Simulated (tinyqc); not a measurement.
Gap voltage and exponent from three temperatures.

Problem. At constant current VBE(T) = Vg0 - a T - eta (kB T/q) ln T, where a is a constant. Find Vg0, eta and dVBE/dT at the middle temperature.

Constants: q = 1.602176634e-19 C, kB = 1.380649e-23 J/K. Results are converted to the units shown.

T (K): 233  330  360
VBE at a constant current (V): 0.8213771781  0.6263541684  0.5642087397

Answer. The relation is linear in Vg0, a and eta, so three points give a linear system; the slope is (VBE - Vg0 - eta kB T/q)/T. eta rests on the curvature of VBE(T) alone, so real fits need accuracy of some tens of microvolts or better.

Vg0 = 1.209 V
eta = 3.400
dVBE/dT = -2.059 mV/K

Numbers from tinyqc (`OMP_NUM_THREADS=1 python tinyqc.py 2062080 2062081 out.jsonl`; about 0.02 s on one thread of a shared Intel Xeon 2.30GHz).
